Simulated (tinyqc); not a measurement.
Self-heating of a transistor with one or more fingers, with temperature-dependent conductivity: one step, computed by the program tinyqc. Command: `OMP_NUM_THREADS=1 python tinyqc.py 3009416 3009417 out.jsonl selfheat walk`. One thread of a shared host (Intel(R) Xeon(R) Processor @ 2.30GHz), about 0.05 s of CPU time with the checks.

N long parallel fingers lie on the top face of a slab whose bottom is held at T_0; the top is otherwise insulated, and heat flows in two dimensions. P in W/mm is 1000 P in W/m.

Question. Extra rise from ballistic phonons. Near a source smaller than the free path, Fourier's law overstates the flow. Rough estimate: a strip that emits phonons into a half space adds a resistance times area of 4 Lambda/(3 kappa_0), from the ballistic flux C v Delta T/4 with kappa_0 = C v Lambda/3, so Delta T_b = 4 Lambda P/(3 kappa_0 w); Knudsen number Lambda/w.

Inputs (values chosen for the exercise, modelled on gallium arsenide):
```
quantity                                      value        unit
conductivity at the base temperature kappa_0   44.4     W/(m K)
power per gate width P                         0.25        W/mm
width of the heat source w                     0.12  micrometre
phonon free path Lambda                          44          nm
```

Power: power rises with temperature.

largest theta = 18.86345 K

Give: Knudsen number; ballistic rise Delta T_b; Delta T_b / largest theta.

Answer.

Knudsen number = 0.3667

ballistic rise Delta T_b = 2.753 K

Delta T_b / largest theta = 0.1459

By this estimate the ballistic term is at most a fifth of the Fourier rise.
